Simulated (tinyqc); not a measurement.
Heat flow across a film from the phonon Boltzmann equation in the relaxation-time approximation: one step, computed by the program tinyqc. Command: `OMP_NUM_THREADS=1 python tinyqc.py 3028471 3028472 out.jsonl slabbte walk`. One thread of a shared host (Intel(R) Xeon(R) Processor @ 2.30GHz), about 0.01 s of CPU time with the checks.

Two black walls, hot at x = 0 and cold at x = L, emit phonons isotropically. For one free path Lambda, with tau = x/Lambda, tau_L = L/Lambda and phi = (T - T_cold)/Delta T, energy balance gives phi(tau) = (1/2) [E2(tau) + int_0^tau_L phi(s) E1(|tau - s|) ds]; E_n are the exponential integrals. The flux over the ballistic flux C v Delta T/4 is psi = 1 - 2 int_0^tau_L phi(s) E2(s) ds, and kappa_eff/kappa = (3/4) tau_L psi. kappa = C v Lambda/3 is an input, so at fixed kappa a longer free path means a smaller C v.

Task: Temperature profile and flux in the small system. Cut the film into n equal cells with constant phi, collocated at the centres c_i: the kernel integrates to A_ij = |E2(|c_i - e_j|) - E2(|c_i - e_(j+1)|)|/2 for cell edges e_j, and A_ii = 1 - E2(half a cell); solve (1 - A) phi = E2(c)/2; psi = 1 - 2 sum_j phi_j [E3(e_j) - E3(e_(j+1))]. In short, (1 - A) phi = b and psi = 1 - 2 sum_j w_j phi_j, with b the right-hand side and w_j the flux weights; the cells divide 0 to tau_L.

1 - A:
```
            1           2           3           4           5
1   0.2775444  -0.1140730  -0.0192800  -0.0041245  -0.0009702
2  -0.1140730   0.2775444  -0.1140730  -0.0192800  -0.0041245
3  -0.0192800  -0.1140730   0.2775444  -0.1140730  -0.0192800
4  -0.0041245  -0.0192800  -0.1140730   0.2775444  -0.1140730
5  -0.0009702  -0.0041245  -0.0192800  -0.1140730   0.2775444
```

right-hand side E2(c)/2: 0.1387722  0.02469924  0.005419269  0.001294798  3.246400e-04

optical thickness tau_L = 5.970149

flux weights E3(e_j) - E3(e_(j+1)): 0.4153992  0.06592518  0.01418380  0.003359444  8.381019e-04

Give: phi at the cell centres; psi, small system.

Result:

phi at the cell centres: 0.8093  0.6540  0.5000  0.3460  0.1907

psi, small system = 0.2245
